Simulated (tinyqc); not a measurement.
Worked calculation: harmonic frequencies on the RHF/sto-6g surface (energies and gradients from PySCF), for H2, spin multiplicity 1. One step of it, computed by the program tinyqc.

Task: One row of the Hessian: 1Hz. Displace 1Hz by +/-0.002 bohr; H(k, :) = (g(+) - g(-)) / (2 delta).

optimised positions (bohr):
```
           x         y         z
1H  0.000000  0.000000  0.089274
2H  0.000000  0.000000  1.431955
```

gradient at +delta (hartree/bohr):
```
             x           y            z
1H  0.00000000  0.00000000   0.00115453
2H  0.00000000  0.00000000  -0.00115453
```

gradient at -delta (hartree/bohr):
```
             x           y            z
1H  0.00000000  0.00000000  -0.00114803
2H  0.00000000  0.00000000   0.00114803
```

Give: row of the Hessian.

Result:

row of the Hessian (hartree/bohr^2): 1Hx 0.000000, 1Hy 0.000000, 1Hz 0.575640, 2Hx 0.000000, 2Hy 0.000000, 2Hz -0.575640
